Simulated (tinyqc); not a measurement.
# Four-point probe, van der Pauw, Hall and spreading-resistance readings of a semiconductor layer, step by step

A worked calculation. Computed by tinyqc, a small Python program that keeps every step. Command: `OMP_NUM_THREADS=1 python tinyqc.py 3111248 3111249 out.jsonl probe walk`. One thread of a shared host (Intel(R) Xeon(R) Processor @ 2.30GHz), about 0.01 s of CPU time with the checks. Intermediate numbers are printed to about 5 digits and carried at full precision; extremes and crossings named in words are read from the listed rows.

The layer is uniform and ohmic; contacts are points unless a radius is given.

Inputs (values chosen for the exercise, modelled on p-type silicon):
```
quantity                                      value        unit
carrier density n                             1e+15      1/cm^3
drift mobility mu                               438  cm^2/(V s)
layer thickness t                                23  micrometre
probe spacing s                               0.635          mm
current I                                      0.04          mA
side ratio a/b of the van der Pauw rectangle    1.7           -
magnetic field B                               0.55           T
Hall factor r_H                                0.71           -
wafer diameter over spacing D/s                 5.4           -
```

Backing of the layer: insulating.

Constants: e = 1.602176634e-19 C.

## Resistivity and sheet resistance

rho = 1/(e n mu); R_s = rho/t.

resistivity rho = 14.250 ohm cm

sheet resistance R_s = 6195.7 ohm/square

## Four-point voltage

Collinear probes with equal spacing on a layer with insulating backing: images at depth 2 m t give V = (rho I/(2 pi s)) G, G = 1 + 4 sum_(m>=1) [1/sqrt(1 + (2 m u)^2) - 1/sqrt(4 + (2 m u)^2)], u = t/s; the sum runs to m = 20000, with the tail 3/(32 u^3 M^2) added to the sum for M = 20000. Limits: thick, rho = 2 pi s V/I; thin on an insulator, rho = (pi/ln 2) t V/I.

t/s = 0.036220

G = 38.274

voltage V = 54.679 mV

rho by the thick formula = 545.40 ohm cm

rho by the thin formula = 14.250 ohm cm

The thick formula is off by +3727.4 % and the thin one by 0.0 %.

## Thickness correction

The last two columns give rho(formula)/rho for rho = 2 pi s V/I and rho = (pi/ln 2) t V/I.

Correction against t/s:
```
t/s       G  thick formula  thin formula
0.1  13.863         13.863        1.0000
0.2   6.931          6.931        1.0000
0.3   4.621          4.621        1.0000
0.5   2.780          2.780        1.0026
0.7   2.017          2.017        1.0187
1.0   1.504          1.504        1.0852
1.5   1.197          1.197        1.2955
2.0   1.094          1.094        1.5781
3.0   1.031          1.031        2.2304
5.0   1.007          1.007        3.6319
```

The thin formula holds to 1 % up to t/s = 0.5 and the thick one holds to 1 % from t/s = 5.

## Finite wafer

For a thin circular wafer probed at its centre, R_s = C V/I with C = pi/(ln 2 + ln[((D/s)^2 + 3)/((D/s)^2 - 3)]).

factor C = 3.4921

error if pi/ln 2 is used = 29.790 %

## The two van der Pauw resistances

Thin rectangle with point contacts at the corners; for R_B current and voltage contacts lie along the two sides of length a, for R_A along those of length b: exp(-pi R_A/R_s) = (theta_4/theta_3)^4, exp(-pi R_B/R_s) = (theta_2/theta_3)^4 with q = exp(-pi a/b), theta_2 = 2 sum_(m>=0) q^((m + 1/2)^2), theta_3 = 1 + 2 sum_(m>=1) q^(m^2), theta_4 = 1 + 2 sum_(m>=1) (-1)^m q^(m^2).

R_A = 151.23 ohm

R_B = 5139.8 ohm

ratio R_B/R_A = 33.987

## Solving the van der Pauw equation

Solve exp(-pi z R_A) + exp(-pi z R_B) = 1 for z = 1/R_s by seven Newton steps from z = 2 ln 2/(pi (R_A + R_B)); f = R_s 2 ln 2/(pi (R_A + R_B)).

Steps:
```
step  1/z (ohm)  left side less 1
0         11990        2.2126e-01
1          7639        6.0464e-02
2          6404        8.8562e-03
3          6202        2.6722e-04
4          6196        2.6025e-07
5          6196                 0
6          6196                 0
```

R_s found = 6195.7 ohm/square

correction f = 0.51672

Averaging R_A and R_B without f would overstate R_s by 93.5 %.

## Hall reading

V_H = r_H I B/(e n t); apparent density n/r_H; Hall mobility r_H mu; Hall angle tan = r_H mu B (SI).

Hall voltage = 4.2388 mV

apparent density = 1.4085e+15 1/cm^3

Hall mobility = 310.98 cm^2/(V s)

tangent of the Hall angle = 0.017104

Checks made by the program: thin limit of G, 2 ln 2/u at u = 0.02 (relative difference below 1e-10); R_s recovered (relative difference below 1e-10).
